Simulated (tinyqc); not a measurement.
# Deep-level transient spectroscopy: the DLTS spectrum

Schottky contact on an n-type layer with shallow donors Nd (all ionised) and a donor-like deep trap, neutral when filled and positive when empty; depletion approximation. Traps within lam of the depletion edge stay filled. A long pulse to Vp fills the traps beyond x1 = Wp - lam; back at Vr those between x1 and x2 = Wr - lam emit. A rate window reads S = C(t2) - C(t1).

Emission rate en = sn vth(T) Nc(T) exp(-Et/kB T) = sn g T^2 exp(-Et/kB T), g = vth Nc/(300 K)^2, as vth goes as T^0.5 and Nc as T^1.5 (degeneracy factor 1). lam = sqrt(2 eps0 eps_r (EF - ET)/(q Nd)), EF - ET = Et - (kB T/q) ln(Nc(T)/Nd), Nc(T) = Nc (T/300 K)^1.5. In the steady state at the band bending V, 2 eps0 eps_r V/q = Nd W^2 + Nt (W - lam)^2 (the second term only if W > lam). W(t)^2 = Wr^2 + (Nt/Nd)(x2^2 - x1^2) exp(-en t), C = eps0 eps_r/W; for small Nt, dC/C = -(Nt/2 Nd) G exp(-en t) with G = (x2^2 - x1^2)/Wr^2. For an exponential transient S peaks where en = ew = ln(t2/t1)/(t2 - t1).

Values chosen for this exercise; material values close to those of gallium arsenide: relative permittivity eps_r = 13; conduction-band density of states at 300 K Nc = 4.43e17 cm^-3; thermal velocity at 300 K vth = 4.3e7 cm/s; shallow donor density Nd = 2.2e16 cm^-3; built-in voltage Vbi = 0.7 V; depth of the trap below the conduction edge Et = 0.12 eV; capture cross-section sn = 2e-14 cm^2; trap density Nt = 2.4e14 cm^-3; reverse bias Vr = 5.5 V; reverse bias during the filling pulse Vp = 0.7 V; first sampling time t1 = 0.2 ms; second sampling time t2 = 2 ms.

Constants: q = 1.602176634e-19 C, kB = 1.380649e-23 J/K, eps0 = 8.8541878128e-14 F/cm where lengths are in cm. Results are converted to the units shown.

The DLTS spectrum:
```
T (K)  en (1/s)  S (pF/cm^2)
69       34.636       3.7098
72       87.437       8.8543
74       155.78       14.681
77       351.11       27.103
80       746.75       39.610
83       1508.0       43.061
85       2347.0       38.469
88       4397.4       25.944
91       7922.8       12.846
93        11500       6.2882
96        19565       1.2545
99        32293     0.098470
```

S goes from 3.71 through a maximum of 43.1 (at T = 83 K among the rows listed) to 0.0985 pF/cm^2; en equals ew = 1280 1/s at 82.28 K. Colder, the trap has hardly emitted by t2; warmer, it is empty before t1. Rows above half of the largest S span 77 to 88 K. In every row T is below 110 K, where shallow donors begin to freeze out; the model keeps them ionised.

Computed by the program tinyqc: `OMP_NUM_THREADS=1 python tinyqc.py 2050076 2050077 out.jsonl`, one thread of a shared Intel Xeon 2.30GHz, about 0.01 s for the whole run.
